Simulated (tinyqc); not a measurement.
The basis set: RHF and MP2 along a ladder of basis sets, for BeH2, spin multiplicity 1. Computed by the program tinyqc with PySCF. 

Geometry (angstrom):

| atom | x | y | z |
|---|---|---|---|
| Be | 0.0000 | 0.0000 | 0.0000 |
| H | 0.0000 | 1.2500 | 0.0000 |
| H | 0.0000 | -1.2500 | 0.0000 |

Same geometry throughout; the dipole is taken about the origin.

RHF and frozen-core MP2 in a ladder of bases:

| basis | functions | E(RHF) (hartree) | E(MP2 corr) (hartree) | HOMO (eV) | LUMO (eV) | dipole (debye) |
|---|---|---|---|---|---|---|
| sto-3g | 7 | -15.559892 | -0.021201 | -11.9271 | 5.6991 | 0.0000 |
| 3-21g | 13 | -15.668500 | -0.027548 | -12.5029 | 2.2995 | 0.0000 |
| 6-31g | 13 | -15.754678 | -0.027684 | -12.4779 | 2.5168 | 0.0000 |
| 6-31g** | 24 | -15.762072 | -0.049259 | -12.4102 | 2.5573 | 0.0000 |
| cc-pvdz | 24 | -15.762113 | -0.051041 | -12.4531 | 1.9756 | 0.0000 |
| cc-pvtz | 58 | -15.766988 | -0.060963 | -12.5169 | 1.6837 | 0.0000 |

From cc-pVDZ to cc-pVTZ the RHF energy falls by 4.9 mhartree and the correlation energy by 9.9. If valence correlation converges as X^-3, (27 E(T) - 8 E(D))/19 gives -0.0651 hartree, a rough estimate from such small X that usually falls short; STO-3G holds about 33 % of it. Beyond STO-3G the LUMO moves by 0.9 eV and the HOMO by 0.1 eV.
